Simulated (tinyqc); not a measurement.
Fermi-Dirac statistics of conduction electrons: sweeps and comparisons. A value that a table varies takes the place of the one given here.

Non-parabolic band E (1 + alpha E) = c k^2/m: n = Nc (2/sqrt(pi)) integral_0^infinity sqrt(x (1 + a x)) (1 + 2 a x) dx/(1 + exp(x - eta)) with a = alpha kT and eta = (EF - Ec)/kT; a = 0 gives n = Nc F_1/2(eta).

Constants: hbar^2/2m0 = 3.80998211 eV angstrom^2; kB = 8.617333262e-05 eV/K.

Parameters, chosen for this exercise (near those of Ge, lowest valleys alone; the results hold for these values, not for the real material):

| symbol | value | unit | meaning |
|---|---|---|---|
| m | 0.5563 | m0 | density-of-states mass of the conduction band |
| T | 77 | K |  |
| alpha | 0.66 | 1/eV | non-parabolicity |
| m1 | 0.082 | m0 | mass of one isotropic band with spin |
| L | 100 | angstrom | confinement length used to compare densities |
| n | 9.3e+17 | 1/cm^3 | electron density |

## Parabolic against non-parabolic filling

N = 2 (m kB T/(4 pi c))^(3/2) with c = hbar^2/2m0, in 1/angstrom^3; times 1e24 for 1/cm^3. k_F = (3 pi^2 n)^(1/3) and the energy E0 that solves E (1 + alpha E) = c k_F^2/m give the limit of zero temperature.

EF - Ec (meV):

| n (1/cm^3) | parabolic | non-parabolic | non-parabolic, 0 K |
|---|---|---|---|
| 1.0e+17 | -17.1 | -17.2 | 1.4 |
| 5.0e+17 | -5.7 | -5.9 | 4.1 |
| 2.0e+18 | 6.0 | 5.8 | 10.3 |
| 7.0e+18 | 22.3 | 21.8 | 23.6 |
| 2.0e+19 | 47.5 | 45.9 | 46.8 |
| 7.0e+19 | 111.0 | 103.7 | 104.2 |

What does this show?

Non-parabolicity lowers EF by 0.1 meV at the lowest density and by 7.3 meV at the highest, where alpha (EF - Ec) = 0.07. Temperature lowers EF below its 0 K value by 18.6 meV at the lowest density and by 0.5 meV at the highest. EF enters the band between 5e+17 and 2e+18 1/cm^3. In Ge the Gamma and Delta valleys, 0.14 and 0.18 eV up, would start to fill in the rows with EF above about 100 meV.

## Dimension (statistics of electrons in three, two and one dimensions)

One band edge at E = 0, lambda = sqrt(4 pi c/(m1 kT)) with c = hbar^2/2m0. Densities with spin: n3 = (2/lambda^3) F_1/2(eta), n2 = (2/lambda^2) F_0(eta) with F_0 = ln(1 + exp(eta)), n1 = (2/lambda) F_-1/2(eta). F_j(eta) = (1/Gamma(j + 1)) integral_0^infinity x^j dx/(1 + exp(x - eta)), which tends to exp(eta) for eta << 0.

The last two columns turn the sheet and line densities into volume densities, n2/L and n1/L^2, over n3.

Densities:

| eta | n3 (1/cm^3) | n2 (1/cm^2) | n1 (1/cm) | (n2/L)/n3 | (n1/L^2)/n3 |
|---|---|---|---|---|---|
| -4 | 1.39e+15 | 4.13e+09 | 1.22e+04 | 2.96 | 8.74 |
| -2 | 9.91e+15 | 2.88e+10 | 8.34e+04 | 2.91 | 8.42 |
| -1 | 2.51e+16 | 7.12e+10 | 1.98e+05 | 2.83 | 7.89 |
| 0 | 5.86e+16 | 1.58e+11 | 4.08e+05 | 2.69 | 6.96 |
| 1 | 1.21e+17 | 2.98e+11 | 6.92e+05 | 2.47 | 5.74 |
| 2 | 2.16e+17 | 4.83e+11 | 9.87e+05 | 2.23 | 4.56 |
| 4 | 4.99e+17 | 9.13e+11 | 1.47e+06 | 1.83 | 2.95 |
| 8 | 1.33e+18 | 1.82e+12 | 2.14e+06 | 1.37 | 1.61 |

lambda = 296.6 angstrom

What does this show?

Far below the edge all three follow exp(eta), and the ratios tend to lambda/L = 2.966 and its square. From eta = 4 to 8 the densities grow by 2.67, 1.99 and 1.45, near the powers 2^(3/2), 2 and 2^(1/2) that the densities of states E^(1/2), E^0 and E^(-1/2) give. One subband serves while EF stays several kT below the second, 20.7 kT up for hard walls; rows with a larger eta, if any, overfill it.

## What moves the Fermi level

N = 2 (m kB T/(4 pi c))^(3/2) with c = hbar^2/2m0, in 1/angstrom^3; times 1e24 for 1/cm^3. Each row changes one parameter from the base and keeps the others.

Results:

| case | parabolic EF - Ec (meV) | non-parabolic EF - Ec (meV) |
|---|---|---|
| base | -0.90 | -1.05 |
| m = 0.6119 m0 | -2.05 | -2.20 |
| T = 52 K | 2.88 | 2.80 |
| n = 1.86e+18 1/cm^3 | 5.27 | 5.08 |
| alpha = 0.99 1/eV | -0.90 | -1.12 |

What does this show?

The largest shifts from the base row, up to three for each result and ties (the steps differ in size, so this ranks the rows, not the parameters). parabolic EF - Ec (meV): n +6.17, T +3.78, m -1.16; unchanged at the printed digits by alpha. non-parabolic EF - Ec (meV): n +6.12, T +3.84, m -1.15.

Run: tinyqc, `OMP_NUM_THREADS=1 python tinyqc.py 1652772 1652773 out.jsonl`; Intel(R) Xeon(R) Processor @ 2.30GHz, one thread, shared host; about 0.01 s of CPU time with all checks.
